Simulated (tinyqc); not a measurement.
Interband optics of a two-band s-p chain from momentum matrix elements, step by step. Values are carried at full precision from step to step, so a last printed digit may differ when a step is redone from the rounded ones.

H(k) = [[Es - 2 ts cos ka, 2i V sin ka], [-2i V sin ka, Ep_ + 2 tp cos ka]] in the basis s, p; the lower band is full, with two electrons a cell. The velocity operator times hbar is W = dH/dk (eV angstrom); intra-atomic dipoles are left out.

Constants: hbar^2/2m0 = 3.80998211 eV angstrom^2; e^2/(4 pi eps0) = 14.39964547 eV angstrom.

Parameters, chosen for this exercise:
```
symbol  value  unit        meaning
a       3.38   angstrom    period
Es      3.72   eV          upper orbital (s)
Ep_     -2.91  eV          lower orbital (p)
ts      0.25   eV          s-s hopping
tp      0.28   eV          p-p hopping
V       1.08   eV          s-p hopping
k       0.06   2 pi/a      wave vector
N       10                 k points
Ar      12.7   angstrom^2  cross-section per chain
eta     0.15   eV          Lorentzian half width
E       2.92   eV          photon energy
```

## Hamiltonian and velocity at one k

Form H and W = dH/dk.

H (eV):
```
,s,p
s,3.2551,0.7951i
p,-0.7951i,-2.3893
```

W (eV angstrom):
```
,s,p
s,0.6221,6.7881i
p,-6.7881i,-0.6968
```

## Matrix element between the bands

Diagonalise H, transform W, and form w = |W_cv|^2, the Kane-type energy w/c and the oscillator strength f = w/(c D), c = hbar^2/2m0, D = Ec - Ev.

Ev, Ec (eV): -2.4992  3.3650

weights:
```
,v,c
s,0.0187,0.9813
p,0.9813,0.0187
```

slopes dEv/dk, dEc/dk (eV angstrom): -2.513  2.438

w = 40.385 eV^2 angstrom^2
w/c = 10.600 eV
f = 1.808

## Transitions on the mesh

At each k_j = (j + 1/2)/N (2 pi/a) up to the zone edge give D = Ec - Ev, w = |<c|W|v>|^2 and f = w/(c D), c = hbar^2/2m0; the other half of the zone repeats the values.

Transitions:
```
k (2 pi/a),D (eV),w (eV^2 angstrom^2),f
0.0500,5.7782,43.927,1.995
0.1500,6.9497,8.882,0.335
0.2500,7.9132,0.956,0.032
0.3500,8.0512,20.205,0.659
0.4500,7.7539,48.096,1.628
```

D runs from 5.778 to 8.051 eV on the mesh; f is largest at k = 0.0500.

## Dielectric function from the table

With w(k) = |<c|W|v>|^2 and D(k) = Ec - Ev, on the mesh k_j = (j + 1/2)/N (2 pi/a): eps(E) = 1 + (8 pi e2/(a Ar)) mean_j (w/D^2) [1/(D - E - i eta) + 1/(D + E + i eta)], e2 = e^2/(4 pi eps0); light polarised along the chains, no local fields.

Take the mean over the rows. Also eps(0) at eta = 0, and the effective electrons per cell n_eff = 2 mean(f).

eps(E) = 2.700+0.048i
eps(0) = 2.342
n_eff = 1.860

On a mesh of 2000 points the values are 2.707+0.049i, 2.346 and 1.861. n_eff need not equal the 2 electrons of the cell: a two-orbital basis with chosen hoppings does not obey the sum rule of free electrons.

## Checks

- Curvature of the lower band against <v|d2H/dk2|v> - 2 w/D (eV angstrom^2): both -17.05.
- Zone mean of 2 w/D against the zone mean of <v|d2H/dk2|v>, the f-sum rule of a full band (eV angstrom^2): both 7.0899.

Run: tinyqc, `OMP_NUM_THREADS=1 python tinyqc.py 1651930 1651931 out.jsonl`; Intel(R) Xeon(R) Processor @ 2.30GHz, one thread, shared host; about 0.01 s of CPU time with all checks.
